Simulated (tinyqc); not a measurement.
Reset of a mushroom phase-change cell, hemispherical electro-thermal model: one step of the calculation.

Current spreads from a hemispherical contact of radius r0 into a large dome with constant rho and ka: j = I/(2 pi r^2). With s = r0/r the steady rise is T - T0 = c (b s - s^2), c = I^2 rho/(8 pi^2 ka r0^2). The heat lost through the heater, (T(r0) - T0)/Rh, fixes b = (2 + g)/(1 + g), g = 1/(2 pi ka r0 Rh).

Problem. Temperature profile and molten shell. The peak lies at s = b/2 with the rise c b^2/4; melting starts at the current where that equals Tm - T0, and the molten shell spans the roots of s^2 - b s + (Tm - T0)/c = 0 (s at most 1). Electrical resistance rho/(2 pi r0).

Inputs (values chosen for the exercise); values of the order of Ge-Sb-Te and related chalcogenides:
- T0 = 300 K (ambient temperature)
- Tm = 892 K (melting point)
- r0 = 9 nm (radius of the heater contact)
- rho = 4.3 mohm cm (resistivity of the hot chalcogenide)
- ka = 0.7 W/(m K) (its thermal conductivity)
- Rh = 40 K/uW (thermal resistance of the path through the heater)
- I = 350 uA (reset current)

| point | r (nm) |
|---|---|
| 0 | 9 |
| 1 | 10.3 |
| 2 | 12.2 |
| 3 | 14.4 |
| 4 | 18 |
| 5 | 23.4 |
| 6 | 31.5 |
| 7 | 45 |

b = 1.6129076

Give: c; T; peak T; inner radius of the melt; outer radius of the melt.

Solution.

c = 1177 K

| point | T (K) |
|---|---|
| 0 | 1021 |
| 1 | 1060 |
| 2 | 1060 |
| 3 | 1026 |
| 4 | 954.7 |
| 5 | 855.9 |
| 6 | 746.2 |
| 7 | 632.5 |

peak T = 1065 K
inner radius of the melt = 9.000 nm
outer radius of the melt = 21.29 nm

The melt reaches the contact.

Range of the model: Constant properties, no latent heat, thermoelectric terms, boundary resistance or heating in the heater itself.

Numbers from tinyqc (`OMP_NUM_THREADS=1 python tinyqc.py 2490006 2490007 out.jsonl`; about 0.01 s on one thread of a shared Intel Xeon 2.30GHz).
